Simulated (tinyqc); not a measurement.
## Gap and radiative efficiency from Jsc and Voc

Problem. Photon flux above E from a black body at temperature T into a hemisphere: Phi(E, T) = A sum_k exp(-k E/th)[E^2 th/k + 2 E th^2/k^2 + 2 th^3/k^3], k = 1, 2, ..., with th = kB T/q in eV and A = 2 pi q^3/(h^3 c^2). A cell with a sharp absorption edge has Jsc = q fs X Phi(Eg, Ts) and Voc = Vt ln(1 + Jsc/J0), J0 = q ge Phi(Eg, T)/ERE. Find Eg and ERE.

Parameters, values chosen for the exercise:
- T = 300 K (cell temperature)
- Ts = 7000 K (temperature of the black-body sun)
- fs = 2.16e-5 (share of the hemisphere filled by the sun)
- X = 1000 (concentration)
- ge = 2 (number of faces that emit)

Constants: q = 1.602176634e-19 C, kB = 1.380649e-23 J/K, h = 6.62607015e-34 J s, c = 299792458 m/s, Vt = kB T/q. Results are converted to the units shown.

Jsc = 46012.9628 mA/cm^2
Voc = 1.99537790 V

Solution. Phi falls steadily with E, so Jsc fixes Eg; Voc gives J0, and its ratio to the radiative dark current is 1/ERE.

Eg = 2.170 eV
ERE = 0.1000

Program tinyqc, `OMP_NUM_THREADS=1 python tinyqc.py 2820127 2820128 out.jsonl`; Intel Xeon 2.30GHz, shared host, one thread, about 0.01 s.
